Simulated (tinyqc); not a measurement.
## Hall measurement with a parallel conducting layer

Two layers in parallel, unit Hall factors, low field: 1/Rs = q (ns mu + n2 m2); apparent mobility (ns mu^2 + sg n2 m2^2)/(ns mu + n2 m2); apparent density (ns mu + n2 m2)^2/(ns mu^2 + sg n2 m2^2); a negative value means the sign of the second layer.

Inputs (values chosen for the exercise):
- ns = 8.5e12 cm^-2 (sheet density of the layer)
- mu = 1000 cm^2/(V s) (drift mobility)
- m2 = 2200 cm^2/(V s) (mobility of the parallel layer)
- sg = 1 (sign of its carriers relative to the first layer)

Constants: q = 1.602176634e-19 C. Results are converted to the units shown.

Hall measurement with a parallel conducting layer:
columns A: n2 (cm^-2); B: Rs (ohm/square); C: apparent density (cm^-2); D: apparent mobility (cm^2/(V s)); E: share of the conductance in layer 2 (%)
```
A          B         C     D       E
3e10   728.6  8.488e12  1009  0.7705
1e11   715.8  8.464e12  1030   2.523
5e11   650.2  8.440e12  1138   11.46
2e12   483.8  9.153e12  1409   34.11
9e12   220.5  1.538e13  1840   69.96
4e13   64.68  4.608e13  2094   91.19
1e14   27.32  1.060e14  2155   96.28
6e14   4.698  6.060e14  2192   99.36
3e15  0.9445  3.006e15  2198   99.87
```

What does the table show?

The apparent mobility rises from 1010 to 2200 cm^2/(V s), between mu = 1000 and sg m2 = 2200. The apparent density never exceeds ns + n2; among the rows it falls to 0.872 of that sum, at n2 = 2e12.

Computed by the program tinyqc: `OMP_NUM_THREADS=1 python tinyqc.py 2850139 2850140 out.jsonl`, one thread of a shared Intel Xeon 2.30GHz, about 0.01 s for the whole run.
